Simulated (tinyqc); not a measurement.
Plane-wave Kohn-Sham cycle with exchange-only LDA in a layered model solid, step by step. One step of it, computed by the program tinyqc.

Task: Iteration 2: levels at that k. Diagonalise the Hermitian matrix.

H (hartree):
```
           -3         -2         -1         +0         +1         +2         +3
-3   3.045041  -0.262265  -0.001929   0.000014   0.000147   0.000008  -0.000006
-2  -0.262265   1.185068  -0.262265  -0.001929   0.000014   0.000147   0.000008
-1  -0.001929  -0.262265   0.108242  -0.262265  -0.001929   0.000014   0.000147
+0   0.000014  -0.001929  -0.262265  -0.185438  -0.262265  -0.001929   0.000014
+1   0.000147   0.000014  -0.001929  -0.262265   0.304028  -0.262265  -0.001929
+2   0.000008   0.000147   0.000014  -0.001929  -0.262265   1.576641  -0.262265
+3  -0.000006   0.000008   0.000147   0.000014  -0.001929  -0.262265   3.632401
```

Give: eigenvalues.

Result:

eigenvalues (hartree): -0.4258  0.1261  0.4080  1.2128  1.5977  3.0817  3.6656
